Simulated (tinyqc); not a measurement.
What moves the results: carrier statistics of a doped semiconductor with parabolic bands. A value that a table varies takes the place of the one given here.

Eg(T) = Eg0 - al T^2/(T + be); m_de = Mv^(2/3) (ml mt^2)^(1/3); m_dh = (mhh^(3/2) + mlh^(3/2))^(2/3); Nc and Nv from N = 2 (m kB T/(4 pi c))^(3/2) with c = hbar^2/2m0, in 1/angstrom^3; times 1e24 for 1/cm^3.

Energies are counted from Ev, so Ec = Eg. n = Nc F_1/2((EF - Eg)/kT), p = Nv F_1/2(-EF/kT), ND+ = ND/(1 + 2 exp((EF - Eg + ED)/kT)), NA- = NA/(1 + 4 exp((EA - EF)/kT)); neutrality asks p + ND+ = n + NA-. F_j(eta) = (1/Gamma(j + 1)) integral_0^infinity x^j dx/(1 + exp(x - eta)), which tends to exp(eta) for eta << 0.

Constants: hbar^2/2m0 = 3.80998211 eV angstrom^2; kB = 8.617333262e-05 eV/K.

Values chosen for the exercise (near those of Si; the results hold for these values, not for the real material):
```
symbol  value    unit    meaning
Eg0     1.173    eV      gap at 0 K
al      0.00046  eV/K    Varshni alpha
be      634      K       Varshni beta
ml      0.943    m0      longitudinal electron mass
mt      0.187    m0      transverse electron mass
Mv      6                equivalent valleys
mhh     0.544    m0      heavy-hole mass
mlh     0.152    m0      light-hole mass
ND      1.7e+17  1/cm^3  donors
NA      5.1e+17  1/cm^3  acceptors
ED      0.0454   eV      donor level below Ec
EA      0.0446   eV      acceptor level above Ev
T       250      K
```

## Temperature

Neutrality solved at each temperature; ni = sqrt(Nc Nv) exp(-Eg/2kT).

Carriers (1/cm^3):
```
T (K)  EF (eV)         n         p  majority / |ND - NA|        ni  Eg (eV)
30      0.0464    <1e-99  5.88e+09              1.73e-08  1.88e-81   1.1724
50      0.0476  1.01e-95  1.26e+13              3.69e-05  1.12e-41   1.1713
77      0.0493  1.78e-55  8.98e+14               0.00264  1.26e-20   1.1692
120     0.0533  1.52e-28  1.69e+16                0.0497  1.60e-06   1.1642
200     0.0709  9.03e-09  1.02e+17                 0.301  3.05e+04   1.1509
300     0.1050       174  1.98e+17                 0.582  5.88e+09   1.1287
450     0.1692  2.64e+09  2.69e+17                 0.792  2.67e+13   1.0871
600     0.2425  1.58e+13  2.99e+17                 0.880  2.18e+15   1.0388
800     0.3464  1.45e+16  3.30e+17                 0.971  6.93e+16   0.9677
1000    0.3872  4.78e+17  7.84e+17                  2.30  6.13e+17   0.8915
```

Ionisation is incomplete: the majority density is below 90 % of the net doping at 30, 50, 77, 120, 200, 300, 450 and 600 K, down to a share of 1.7e-08. It is within 10 % of the net doping at 800 K. At 1000 K thermal pairs lift it more than 10 % above the net doping; ni has reached 6.13e+17 1/cm^3 at 1000 K against a net doping of 3.40e+17. EF goes from 0.046 eV to 0.387 eV, where midgap is 0.446 eV and the intrinsic level (Boltzmann) 0.409 eV.

## Doping level

Only acceptors are present (ND = 0); eta is the distance of EF beyond the valence edge in units of kT.

Neutral state:
```
NA (1/cm^3)  EF (eV)  majority (1/cm^3)  ionised share     eta
1.0e+14       0.2453           1.00e+14          1.000  -11.38
1.0e+15       0.1957           9.96e+14          0.996   -9.09
1.0e+16       0.1468           9.66e+15          0.966   -6.81
1.0e+17       0.1017           7.80e+16          0.780   -4.72
1.0e+18       0.0660           4.03e+17          0.403   -3.07
3.0e+18       0.0517           7.74e+17          0.258   -2.40
1.0e+19       0.0369           1.49e+18          0.149   -1.71
3.0e+19       0.0239           2.61e+18          0.087   -1.11
```

The impurity level lies at 0.0446 eV. The ionised share falls from 1.000 to 0.087 as EF passes through it between 3e+18 and 1e+19 1/cm^3 (share 1/5 there); it is below one half from 1e+18 1/cm^3 on. Over the last two rows the doping grows threefold and the majority density by a factor 1.75. EF comes within 3 kT of the majority band edge from 3e+18 1/cm^3 on. Above roughly 9e+18 1/cm^3 (N^(1/3) a = 0.26, with the radius a = sqrt(c/(m E)) from the ionisation energy E and the mass mhh) the levels merge with the band and real ionisation is complete; sharp levels then overstate freeze-out.

## What each input does

Neutrality solved anew for each case. Each row changes one parameter from the base and keeps the others.

Results:
```
case                  EF (eV)  n (1/cm^3)  p (1/cm^3)
base                   0.0867      0.0119    1.56e+17
T = 230 K              0.0801    8.56e-05    1.36e+17
ND = 3.4e+17 1/cm^3    0.1045      0.0271    6.86e+16
NA = 2.55e+17 1/cm^3   0.1124      0.0392    4.76e+16
Eg0 = 1.223 eV         0.0867     0.00117    1.56e+17
mt = 0.2244 m0         0.0867      0.0143    1.56e+17
mhh = 0.6528 m0        0.0898      0.0137    1.72e+17
EA = 0.0669 eV         0.0980      0.0201    9.25e+16
```

The largest shifts from the base row, up to three for each result and ties (the steps differ in size, so this ranks the rows, not the parameters). EF (eV): NA +0.0256, ND +0.0177, EA +0.0113; unchanged at the printed digits by Eg0 and mt. n (1/cm^3): NA +0.0272, ND +0.0152, T -0.0118. p (1/cm^3): NA -1.08e+17, ND -8.72e+16, EA -6.33e+16; unchanged at the printed digits by Eg0 and mt.

Run: tinyqc, `OMP_NUM_THREADS=1 python tinyqc.py 1680023 1680024 out.jsonl`; Intel(R) Xeon(R) Processor @ 2.30GHz, one thread, shared host; about 0.01 s of CPU time with all checks.
